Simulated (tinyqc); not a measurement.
Tight binding, honeycomb lattice, step by step. One step of it, computed by the program tinyqc.

Question. Bloch Hamiltonian at k. H_AB = -t1 (1 + exp(-i k.a1) + exp(-i k.a2)); H_AA = delta - 2 t2 sum cos(k.b + phi), H_BB = -delta - 2 t2 sum cos(k.b - phi), b = a1, a2 - a1, -a2.

Parameters chosen for this model:

| parameter | value | unit |
|---|---|---|
| t1 | 2.620000 | eV, nearest |
| t2 | 0 | eV, second neighbours |
| phi | 0 | rad, phase of t2 (Haldane) |
| delta | 0 | eV, +/- on A and B |

k point k (fractions of the reciprocal vectors): -0.410000  -0.240000

Give: H(k) at k.

Answer.

H(k) at k (eV):
```
                 A                B
A           0.0000  -0.5724-4.0187i
B  -0.5724+4.0187i           0.0000
```
